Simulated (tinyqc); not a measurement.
## Mobility and threshold from two currents

Question. In the linear region I = mu Cox (W/L) [(Vgs - VT) Vds - m Vds^2/2], Cox = eps0 eox/tox. Find mu and VT.

Inputs (values chosen for the exercise):
- eox = 22.4 (relative permittivity of the gate insulator)
- tox = 28 nm (insulator thickness)
- W = 5 um (gate width)
- L = 2 um (gate length)

Constants: eps0 = 8.8541878128e-14 F/cm where lengths are in cm. Results are converted to the units shown.

I at Vgs = 1.37 and 1.87 V, Vds = 0.05 V (uA): 13.460192  31.611277
m = 1.0599398

Answer. The slope dI/dVgs is mu Cox (W/L) Vds; the line meets zero current at VT + m Vds/2.

mu = 410.0 cm^2/(V s)
VT = 0.9727 V

Program tinyqc, `OMP_NUM_THREADS=1 python tinyqc.py 2360077 2360078 out.jsonl`; Intel Xeon 2.30GHz, shared host, one thread, about 0.04 s.
